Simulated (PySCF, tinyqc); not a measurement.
Worked calculation: CCSD on RHF in the 3-21g basis, for H3+, spin multiplicity 1. The lowest restricted solution is unstable here: a spin-polarised one lies 0.0013 hartree lower (PySCF). Computed by tinyqc, a small Python program that keeps every step (integrals from PySCF). Settings: charge = 1, multiplicity = 1, basis = 3-21g, method = RHF, energy threshold = 1e-10, iteration cap = 66, orthogonalisation = canonical, start = Wolfsberg-Helmholz matrix, DIIS depth = 6, amplitude equations = CCSD, DIIS depth for amplitudes = 0, cap on updates = 73. Command: `OMP_NUM_THREADS=1 python tinyqc.py 25984 25985 out.jsonl` (the two numbers bound the seeds that draw the settings). One thread of a shared host (Intel(R) Xeon(R) Processor @ 2.60GHz), about 0.3 s of CPU time with the checks. The early iterations of the SCF are left out here.

## One-electron integrals

Geometry (angstrom):
```
atom,x,y,z
H,0.0000,0.0000,0.0000
H,0.0000,0.0000,1.1180
H,0.0000,0.0000,-1.1180
```

Basis 3-21g: exponents (1/bohr^2) and contraction coefficients of normalised primitives:
```
element,l (shell),exponent,coefficient
H,s (1),5.4472,0.1563
H,s (1),0.8245,0.9047
H,s (2),0.1832,1.0000
```

Overlap, kinetic and nuclear-attraction integrals over the contracted functions; the nuclear repulsion is the sum of Za Zb / Rab.

nuclear repulsion = 1.183312 hartree

overlap S:
```
,1H 1s,1H 2s,2H 1s,2H 2s,3H 1s,3H 2s
1H 1s,1.0000,0.6459,0.1364,0.3289,0.1364,0.3289
1H 2s,0.6459,1.0000,0.3289,0.6644,0.3289,0.6644
2H 1s,0.1364,0.3289,1.0000,0.6459,0.0005,0.0436
2H 2s,0.3289,0.6644,0.6459,1.0000,0.0436,0.1949
3H 1s,0.1364,0.3289,0.0005,0.0436,1.0000,0.6459
3H 2s,0.3289,0.6644,0.0436,0.1949,0.6459,1.0000
```

kinetic energy T (hartree):
```
,1H 1s,1H 2s,2H 1s,2H 2s,3H 1s,3H 2s
1H 1s,1.5494,0.2932,-0.0521,0.0820,-0.0521,0.0820
1H 2s,0.2932,0.2748,0.0820,0.1328,0.0820,0.1328
2H 1s,-0.0521,0.0820,1.5494,0.2932,-0.0025,-0.0157
2H 2s,0.0820,0.1328,0.2932,0.2748,-0.0157,-0.0048
3H 1s,-0.0521,0.0820,-0.0025,-0.0157,1.5494,0.2932
3H 2s,0.0820,0.1328,-0.0157,-0.0048,0.2932,0.2748
```

nuclear attraction V (hartree):
```
,1H 1s,1H 2s,2H 1s,2H 2s,3H 1s,3H 2s
1H 1s,-2.6675,-1.3925,-0.2948,-0.6974,-0.2948,-0.6974
1H 2s,-1.3925,-1.5629,-0.6501,-1.0060,-0.6501,-1.0060
2H 1s,-0.2948,-0.6501,-2.4309,-1.2405,-0.0012,-0.0862
2H 2s,-0.6974,-1.0060,-1.2405,-1.3595,-0.0862,-0.3046
3H 1s,-0.2948,-0.6501,-0.0012,-0.0862,-2.4309,-1.2405
3H 2s,-0.6974,-1.0060,-0.0862,-0.3046,-1.2405,-1.3595
```

core Hamiltonian H = T + V (hartree):
```
,1H 1s,1H 2s,2H 1s,2H 2s,3H 1s,3H 2s
1H 1s,-1.1181,-1.0994,-0.3469,-0.6154,-0.3469,-0.6154
1H 2s,-1.0994,-1.2881,-0.5682,-0.8732,-0.5682,-0.8732
2H 1s,-0.3469,-0.5682,-0.8815,-0.9473,-0.0038,-0.1019
2H 2s,-0.6154,-0.8732,-0.9473,-1.0848,-0.1019,-0.3094
3H 1s,-0.3469,-0.5682,-0.0038,-0.1019,-0.8815,-0.9473
3H 2s,-0.6154,-0.8732,-0.1019,-0.3094,-0.9473,-1.0848
```

## Two-electron integrals

Functions are numbered as in S; the eight-fold symmetry (ij|kl) = (ji|kl) = (kl|ij) leaves the list below.

Two-electron integrals (ij|kl) in chemists' order, unique and non-zero (hartree):
```
i,j,k,l,(ij|kl)
1,1,1,1,1.1401
2,1,1,1,0.6114
2,1,2,1,0.3452
2,2,1,1,0.6264
2,2,2,1,0.3803
2,2,2,2,0.4830
3,1,1,1,0.1096
3,1,2,1,0.0645
3,1,2,2,0.0758
3,1,3,1,0.0191
3,2,1,1,0.1803
3,2,2,1,0.1126
3,2,2,2,0.1510
3,2,3,1,0.0368
3,2,3,2,0.0889
3,3,1,1,0.4711
3,3,2,1,0.3011
3,3,2,2,0.4271
3,3,3,1,0.1096
3,3,3,2,0.3010
3,3,3,3,1.1401
4,1,1,1,0.3010
4,1,2,1,0.1712
4,1,2,2,0.1911
4,1,3,1,0.0368
4,1,3,2,0.0659
4,1,3,3,0.1803
4,1,4,1,0.0889
4,2,1,1,0.3729
4,2,2,1,0.2292
4,2,2,2,0.3003
4,2,3,1,0.0560
4,2,3,2,0.1231
4,2,3,3,0.3729
4,2,4,1,0.1231
4,2,4,2,0.2132
4,3,1,1,0.3011
4,3,2,1,0.1913
4,3,2,2,0.2692
4,3,3,1,0.0645
4,3,3,2,0.1712
4,3,3,3,0.6114
4,3,4,1,0.1126
4,3,4,2,0.2292
4,3,4,3,0.3452
4,4,1,1,0.4271
4,4,2,1,0.2692
4,4,2,2,0.3782
4,4,3,1,0.0758
4,4,3,2,0.1911
4,4,3,3,0.6264
4,4,4,1,0.1510
4,4,4,2,0.3003
4,4,4,3,0.3803
4,4,4,4,0.4830
5,1,1,1,0.1096
5,1,2,1,0.0645
5,1,2,2,0.0758
5,1,3,1,0.0089
5,1,3,2,0.0161
5,1,3,3,0.0432
5,1,4,1,0.0284
5,1,4,2,0.0386
5,1,4,3,0.0279
5,1,4,4,0.0425
5,1,5,1,0.0191
5,2,1,1,0.1803
5,2,2,1,0.1126
5,2,2,2,0.1510
5,2,3,1,0.0161
5,2,3,2,0.0310
5,2,3,3,0.0853
5,2,4,1,0.0497
5,2,4,2,0.0750
5,2,4,3,0.0551
5,2,4,4,0.0849
5,2,5,1,0.0368
5,2,5,2,0.0889
5,3,1,1,0.0006
5,3,2,1,3.07e-04
5,3,2,2,3.22e-04
5,3,3,1,5.59e-05
5,3,3,2,9.34e-05
5,3,3,3,2.45e-04
5,3,4,1,1.51e-04
5,3,4,2,1.92e-04
5,3,4,3,1.56e-04
5,3,4,4,2.21e-04
5,3,5,1,5.59e-05
5,3,5,2,9.34e-05
5,3,5,3,2.78e-07
5,4,1,1,0.0282
5,4,2,1,0.0172
5,4,2,2,0.0218
5,4,3,1,0.0025
5,4,3,2,0.0046
5,4,3,3,0.0125
5,4,4,1,0.0076
5,4,4,2,0.0111
5,4,4,3,0.0081
5,4,4,4,0.0124
5,4,5,1,0.0052
5,4,5,2,0.0114
5,4,5,3,1.45e-05
5,4,5,4,0.0015
5,5,1,1,0.4711
5,5,2,1,0.3011
5,5,2,2,0.4271
5,5,3,1,0.0432
5,5,3,2,0.0853
5,5,3,3,0.2367
5,5,4,1,0.1320
5,5,4,2,0.2069
5,5,4,3,0.1529
5,5,4,4,0.2364
5,5,5,1,0.1096
5,5,5,2,0.3010
5,5,5,3,2.45e-04
5,5,5,4,0.0362
5,5,5,5,1.1401
6,1,1,1,0.3010
6,1,2,1,0.1712
6,1,2,2,0.1911
6,1,3,1,0.0284
6,1,3,2,0.0497
6,1,3,3,0.1320
6,1,4,1,0.0814
6,1,4,2,0.1084
6,1,4,3,0.0847
6,1,4,4,0.1237
6,1,5,1,0.0368
6,1,5,2,0.0659
6,1,5,3,1.51e-04
6,1,5,4,0.0099
6,1,5,5,0.1803
6,1,6,1,0.0889
6,2,1,1,0.3729
6,2,2,1,0.2292
6,2,2,2,0.3003
6,2,3,1,0.0386
6,2,3,2,0.0750
6,2,3,3,0.2069
6,2,4,1,0.1084
6,2,4,2,0.1670
6,2,4,3,0.1328
6,2,4,4,0.1981
6,2,5,1,0.0560
6,2,5,2,0.1231
6,2,5,3,1.92e-04
6,2,5,4,0.0168
6,2,5,5,0.3729
6,2,6,1,0.1231
6,2,6,2,0.2132
6,3,1,1,0.0282
6,3,2,1,0.0172
6,3,2,2,0.0218
6,3,3,1,0.0052
6,3,3,2,0.0114
6,3,3,3,0.0362
6,3,4,1,0.0099
6,3,4,2,0.0168
6,3,4,3,0.0210
6,3,4,4,0.0243
6,3,5,1,0.0025
6,3,5,2,0.0046
6,3,5,3,1.45e-05
6,3,5,4,0.0007
6,3,5,5,0.0125
6,3,6,1,0.0076
6,3,6,2,0.0111
6,3,6,3,0.0015
6,4,1,1,0.1221
6,4,2,1,0.0741
6,4,2,2,0.0941
6,4,3,1,0.0148
6,4,3,2,0.0294
6,4,3,3,0.0832
6,4,4,1,0.0372
6,4,4,2,0.0585
6,4,4,3,0.0525
6,4,4,4,0.0737
6,4,5,1,0.0148
6,4,5,2,0.0294
6,4,5,3,6.27e-05
6,4,5,4,0.0043
6,4,5,5,0.0832
6,4,6,1,0.0372
6,4,6,2,0.0585
6,4,6,3,0.0043
6,4,6,4,0.0183
6,5,1,1,0.3011
6,5,2,1,0.1913
6,5,2,2,0.2692
6,5,3,1,0.0279
6,5,3,2,0.0551
6,5,3,3,0.1529
6,5,4,1,0.0847
6,5,4,2,0.1328
6,5,4,3,0.0987
6,5,4,4,0.1526
6,5,5,1,0.0645
6,5,5,2,0.1712
6,5,5,3,1.56e-04
6,5,5,4,0.0210
6,5,5,5,0.6114
6,5,6,1,0.1126
6,5,6,2,0.2292
6,5,6,3,0.0081
6,5,6,4,0.0525
6,5,6,5,0.3452
6,6,1,1,0.4271
6,6,2,1,0.2692
6,6,2,2,0.3782
6,6,3,1,0.0425
6,6,3,2,0.0849
6,6,3,3,0.2364
6,6,4,1,0.1237
6,6,4,2,0.1981
6,6,4,3,0.1526
6,6,4,4,0.2342
6,6,5,1,0.0758
6,6,5,2,0.1911
6,6,5,3,2.21e-04
6,6,5,4,0.0243
6,6,5,5,0.6264
6,6,6,1,0.1510
6,6,6,2,0.3003
6,6,6,3,0.0124
6,6,6,4,0.0737
6,6,6,5,0.3803
6,6,6,6,0.4830
```

## Orthogonalisation

S = U s U^T; canonical form X = U s^(-1/2), so that X^T S X = 1. Each column of U has its largest component positive (the first on a tie).

eigenvalues of S: 0.0938  0.2922  0.4087  0.8655  1.5124  2.8275

X:
```
,1,2,3,4,5,6
1H 1s,-0.7800,0.0000,0.8213,0.7692,0.0000,0.2343
1H 2s,2.4061,0.0000,-0.5272,0.2014,0.0000,0.3303
2H 1s,0.3272,-0.8481,0.6979,-0.4881,0.4378,0.1731
2H 2s,-1.4237,0.9959,-0.5101,-0.1527,0.3728,0.2547
3H 1s,0.3272,0.8481,0.6979,-0.4881,-0.4378,0.1731
3H 2s,-1.4237,-0.9959,-0.5101,-0.1527,-0.3728,0.2547
```

## Iteration 7 (converged): orbitals

converged F (hartree):
```
,1H 1s,1H 2s,2H 1s,2H 2s,3H 1s,3H 2s
1H 1s,-0.2074,-0.7116,-0.3562,-0.4769,-0.3562,-0.4769
1H 2s,-0.7116,-0.7478,-0.4462,-0.5533,-0.4462,-0.5533
2H 1s,-0.3562,-0.4462,-0.0993,-0.5463,-0.0631,-0.1609
2H 2s,-0.4769,-0.5533,-0.5463,-0.5288,-0.1609,-0.2903
3H 1s,-0.3562,-0.4462,-0.0631,-0.1609,-0.0993,-0.5463
3H 2s,-0.4769,-0.5533,-0.1609,-0.2903,-0.5463,-0.5288
```

Diagonalise F' = X^T F X, C = X C', fill 1 alpha and 1 beta electrons from the bottom; D = 2 C_occ C_occ^T. Each column has its largest component positive (the first on a tie).

F' = X^T F X (hartree):
```
,1,2,3,4,5,6
1,0.5990,0.0000,-0.1246,-0.4662,0.0000,-0.0445
2,0.0000,0.7769,0.0000,0.0000,-0.2426,0.0000
3,-0.1246,0.0000,0.7351,-0.0327,0.0000,-0.0603
4,-0.4662,0.0000,-0.0327,0.3026,0.0000,-0.0515
5,0.0000,-0.2426,0.0000,0.0000,-0.3318,0.0000
6,-0.0445,0.0000,-0.0603,-0.0515,0.0000,-0.9037
```

orbital energies (hartree): MO1 -0.9119, MO2 -0.3825, MO3 -0.0446, MO4 0.7200, MO5 0.8277, MO6 0.9695

coefficients C:
```
,MO1,MO2,MO3,MO4,MO5,MO6
1H 1s,0.2755,0.0000,0.2274,0.3666,0.0000,-1.2913
1H 2s,0.4456,0.0000,1.4902,-0.0656,0.0000,1.9476
2H 1s,0.1876,0.2548,-0.1238,0.8580,0.9198,0.2749
2H 2s,0.1482,0.5688,-1.0468,-0.7304,-0.8985,-0.8509
3H 1s,0.1876,-0.2548,-0.1238,0.8580,-0.9198,0.2749
3H 2s,0.1482,-0.5688,-1.0468,-0.7304,0.8985,-0.8509
```

D after iteration 7:
```
,1H 1s,1H 2s,2H 1s,2H 2s,3H 1s,3H 2s
1H 1s,0.1518,0.2455,0.1034,0.0816,0.1034,0.0816
1H 2s,0.2455,0.3971,0.1672,0.1321,0.1672,0.1321
2H 1s,0.1034,0.1672,0.0704,0.0556,0.0704,0.0556
2H 2s,0.0816,0.1321,0.0556,0.0439,0.0556,0.0439
3H 1s,0.1034,0.1672,0.0704,0.0556,0.0704,0.0556
3H 2s,0.0816,0.1321,0.0556,0.0439,0.0556,0.0439
```

## Convergence

Stop when the energy changes by less than 1e-10 hartree and every element of the error matrix X^T (F D S - S D F) X is below 3e-06.

Course of the cycle:
```
iteration,E (hartree),change,largest element of the error matrix
1,-1.106310,-,3.24e-01
2,-1.169941,-6.36e-02,6.10e-02
3,-1.172171,-2.23e-03,2.51e-03
4,-1.172173,-2.77e-06,2.04e-04
5,-1.172174,-3.54e-08,2.07e-05
6,-1.172174,-2.50e-10,5.06e-08
7,-1.172174,-2.66e-15,1.99e-08
```

PySCF RHF in the same basis = -1.172174 hartree

Converged in 7 iterations.

## Integrals over molecular orbitals

(pq|rs) = sum C_ip C_jq C_kr C_ls (ij|kl), one index at a time.

one-electron integrals over orbitals h = C^T H C (hartree):
```
,1,2,3,4,5,6
1,-1.4436,0.0000,-0.0824,-0.0634,0.0000,0.0757
2,0.0000,-1.1058,0.0000,0.0000,-0.1164,0.0000
3,-0.0824,0.0000,-0.7973,0.0913,0.0000,0.1812
4,-0.0634,0.0000,0.0913,-0.0803,0.0000,0.0488
5,0.0000,-0.1164,0.0000,0.0000,0.0576,0.0000
6,0.0757,0.0000,0.1812,0.0488,0.0000,-0.0324
```

Two-electron integrals over orbitals (pq|rs), unique and non-zero (hartree):
```
p,q,r,s,(pq|rs)
1,1,1,1,0.5317
2,1,2,1,0.1212
2,2,1,1,0.4223
2,2,2,2,0.4352
3,1,1,1,0.0824
3,1,2,2,-0.0164
3,1,3,1,0.0802
3,2,2,1,-0.0993
3,2,3,2,0.1078
3,3,1,1,0.4165
3,3,2,2,0.3814
3,3,3,1,0.0259
3,3,3,3,0.3771
4,1,1,1,0.0634
4,1,2,2,0.0730
4,1,3,1,-0.0108
4,1,3,3,0.0458
4,1,4,1,0.0495
4,2,2,1,0.0676
4,2,3,2,-0.0504
4,2,4,2,0.0764
4,3,1,1,-0.0511
4,3,2,2,-0.0568
4,3,3,1,0.0068
4,3,3,3,-0.0310
4,3,4,1,-0.0272
4,3,4,3,0.0332
4,4,1,1,0.4249
4,4,2,2,0.4270
4,4,3,1,-0.0076
4,4,3,3,0.3720
4,4,4,1,0.0815
4,4,4,3,-0.0679
4,4,4,4,0.4451
5,1,2,1,0.0505
5,1,3,2,-0.0386
5,1,4,2,0.0568
5,1,5,1,0.0428
5,2,1,1,0.0834
5,2,2,2,0.0978
5,2,3,1,-0.0156
5,2,3,3,0.0557
5,2,4,1,0.0592
5,2,4,3,-0.0463
5,2,4,4,0.1140
5,2,5,2,0.0815
5,3,2,1,-0.0251
5,3,3,2,0.0102
5,3,4,2,-0.0438
5,3,5,1,-0.0311
5,3,5,3,0.0332
5,4,2,1,0.1548
5,4,3,2,-0.1381
5,4,4,2,0.1050
5,4,5,1,0.0796
5,4,5,3,-0.0416
5,4,5,4,0.2303
5,5,1,1,0.4064
5,5,2,2,0.4301
5,5,3,1,-0.0252
5,5,3,3,0.3676
5,5,4,1,0.0868
5,5,4,3,-0.0672
5,5,4,4,0.4469
5,5,5,2,0.1183
5,5,5,5,0.4544
6,1,1,1,-0.0757
6,1,2,2,0.0016
6,1,3,1,-0.0635
6,1,3,3,-0.0446
6,1,4,1,-0.0080
6,1,4,3,-0.0174
6,1,4,4,0.0031
6,1,5,2,0.0100
6,1,5,5,0.0120
6,1,6,1,0.0924
6,2,2,1,0.0327
6,2,3,2,-0.0198
6,2,4,2,0.0307
6,2,5,1,0.0224
6,2,5,3,-0.0200
6,2,5,4,0.0466
6,2,6,2,0.0183
6,3,1,1,-0.1224
6,3,2,2,-0.0512
6,3,3,1,-0.0557
6,3,3,3,-0.0654
6,3,4,1,-0.0324
6,3,4,3,0.0125
6,3,4,4,-0.0592
6,3,5,2,-0.0320
6,3,5,5,-0.0496
6,3,6,1,0.0704
6,3,6,3,0.0819
6,4,1,1,-0.0284
6,4,2,2,0.0294
6,4,3,1,-0.0479
6,4,3,3,-0.0017
6,4,4,1,0.0231
6,4,4,3,-0.0123
6,4,4,4,0.0305
6,4,5,2,0.0293
6,4,5,5,0.0442
6,4,6,1,0.0351
6,4,6,3,0.0241
6,4,6,4,0.0409
6,5,2,1,0.0543
6,5,3,2,-0.0534
6,5,4,2,0.0396
6,5,5,1,0.0309
6,5,5,3,-0.0129
6,5,5,4,0.0840
6,5,6,2,0.0139
6,5,6,5,0.0345
6,6,1,1,0.5471
6,6,2,2,0.3816
6,6,3,1,0.1307
6,6,3,3,0.4235
6,6,4,1,0.0571
6,6,4,3,-0.0272
6,6,4,4,0.3923
6,6,5,2,0.0583
6,6,5,5,0.3649
6,6,6,1,-0.1518
6,6,6,3,-0.1716
6,6,6,4,-0.0670
6,6,6,6,0.6608
```

## CCSD: starting amplitudes

t_ij^ab = <ij||ab> / (e_i + e_j - e_a - e_b), whose energy is MP2.

Starting amplitudes (spin orbitals 1a, 1b, ...; amplitudes related by a flip of all spins are not repeated):
```
from,to,t
1a 1b,2a 2b,-0.1145
1a 1b,3a 3b,-0.0462
1a 1b,6a 6b,-0.0246
1a 1b,3a 6b,0.0231
1a 1b,2a 5b,-0.0223
1a 1b,4a 4b,-0.0152
1a 1b,5a 5b,-0.0123
1a 1b,3a 4b,0.0043
1a 1b,4a 6b,0.0023
```

correlation energy = -0.026450 hartree

## CCSD: amplitude update 1

t_i^a D_i^a and t_ij^ab D_ij^ab are set to the remaining terms of the spin-orbital equations, evaluated with the old amplitudes; for the doubles these are <ij||ab> + 1/2 <ab||ef> t_ij^ef + 1/2 <mn||ij> t_mn^ab + P(ij)P(ab) <mb||ej> t_im^ae + terms in t^2 + terms with t1, D the orbital-energy denominators.

Amplitudes after update 1 (spin orbitals 1a, 1b, ...; amplitudes related by a flip of all spins are not repeated):
```
from,to,t
1a 1b,2a 2b,-0.1560
1a 1b,3a 3b,-0.0558
1a 1b,3a 6b,0.0292
1a 1b,6a 6b,-0.0278
1a 1b,2a 5b,-0.0253
1a,3a,-0.0158
1a 1b,4a 4b,-0.0122
1a,4a,0.0102
1a 1b,5a 5b,-0.0096
1a 1b,4a 6b,0.0043
1a 1b,3a 4b,0.0021
1a,6a,-3.82e-04
```

correlation energy = -0.033322 hartree

## CCSD: amplitude update 2

As before.

Amplitudes after update 2 (spin orbitals 1a, 1b, ...; amplitudes related by a flip of all spins are not repeated):
```
from,to,t
1a 1b,2a 2b,-0.1766
1a 1b,3a 3b,-0.0582
1a 1b,3a 6b,0.0309
1a 1b,6a 6b,-0.0277
1a 1b,2a 5b,-0.0276
1a,3a,-0.0251
1a,4a,0.0143
1a 1b,4a 4b,-0.0110
1a 1b,5a 5b,-0.0091
1a 1b,4a 6b,0.0045
1a 1b,3a 4b,0.0011
1a,6a,-0.0007
```

correlation energy = -0.036314 hartree

## CCSD: convergence

E_corr = 1/4 sum <ij||ab> t_ij^ab + 1/2 sum <ij||ab> t_i^a t_j^b; stop when the norm of the change is below 1e-8.

Course of the amplitude iterations:
```
update,correlation energy (hartree),norm of the change
0,-0.026450,-
1,-0.033322,9.23e-02
2,-0.036314,4.49e-02
3,-0.037676,2.28e-02
4,-0.038338,1.19e-02
5,-0.038670,6.34e-03
6,-0.038841,3.38e-03
7,-0.038929,1.81e-03
8,-0.038976,9.75e-04
9,-0.039000,5.25e-04
10,-0.039013,2.83e-04
11,-0.039020,1.53e-04
12,-0.039024,8.23e-05
13,-0.039026,4.44e-05
14,-0.039027,2.40e-05
15,-0.039028,1.29e-05
16,-0.039028,6.99e-06
17,-0.039028,3.77e-06
18,-0.039028,2.04e-06
19,-0.039028,1.10e-06
20,-0.039028,5.94e-07
21,-0.039028,3.21e-07
22,-0.039028,1.73e-07
23,-0.039028,9.35e-08
24,-0.039028,5.05e-08
25,-0.039028,2.73e-08
26,-0.039028,1.47e-08
27,-0.039028,7.95e-09
```

Converged amplitudes (spin orbitals 1a, 1b, ...; amplitudes related by a flip of all spins are not repeated):
```
from,to,t
1a 1b,2a 2b,-0.1989
1a 1b,3a 3b,-0.0580
1a,3a,-0.0356
1a 1b,3a 6b,0.0309
1a 1b,2a 5b,-0.0305
1a 1b,6a 6b,-0.0265
1a,4a,0.0183
1a 1b,4a 4b,-0.0098
1a 1b,5a 5b,-0.0090
1a 1b,4a 6b,0.0045
1a 1b,3a 4b,-7.86e-05
1a,6a,-4.90e-05
```

CCSD total energy = -1.211202 hartree

T1 diagnostic, norm of the one-spin t1 over sqrt(correlated electrons) = 0.0283

Converged in 27 updates.
